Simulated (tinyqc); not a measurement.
p-type polysilicon, carrier trapping at grain boundaries: one step of the calculation.

One-dimensional grains of size Lg, uniform ionised doping N, monovalent traps Qt at each boundary at a depth Et below (for electrons) or above (for holes) the band edge there, abrupt depletion of width W on each side of a boundary, Boltzmann statistics. xi is the distance from the band edge at the grain centre to the Fermi level. Trapped charge Qt/(1 + exp((xi + VB - Et)/Vt)) = 2 N W, barrier VB = q N W^2/(2 eps0 eps_r).

Question. Depletion width, Fermi level and barrier. If the trap equation with xi = Vt ln(NB/N) has a root W < Lg/2, the grain is partly depleted; otherwise W = Lg/2 and the trap equation gives xi = Et - VB + Vt ln(Qt/(N Lg) - 1). N* = Qt/Lg.

Inputs (values chosen for the exercise); values of the order met in polycrystalline silicon: temperature T = 350 K; relative permittivity eps_r = 11.7; valence-band density of states at T NB = 3.34e19 cm^-3; grain size Lg = 90 nm; trap density of a grain boundary Qt = 1.9e12 cm^-2; depth of the trap level from the majority band edge at the boundary Et = 0.41 eV; doping N = 7e16 cm^-3.

Constants: q = 1.602176634e-19 C, kB = 1.380649e-23 J/K, Vt = kB T/q, eps0 = 8.8541878128e-14 F/cm where lengths are in cm. Results are converted to the units shown.

Find: N*; W; xi; VB; share of traps filled.

Answer.

N* = 2.111e17 cm^-3
W = 45.00 nm
xi = 0.3215 V
VB = 0.1096 V
share of traps filled = 0.3316

N is 0.332 N*, and the grain is fully depleted; VB = 3.63 Vt.

Computed by the program tinyqc: `OMP_NUM_THREADS=1 python tinyqc.py 2830042 2830043 out.jsonl`, one thread of a shared Intel Xeon 2.30GHz, about 0.01 s for the whole run.
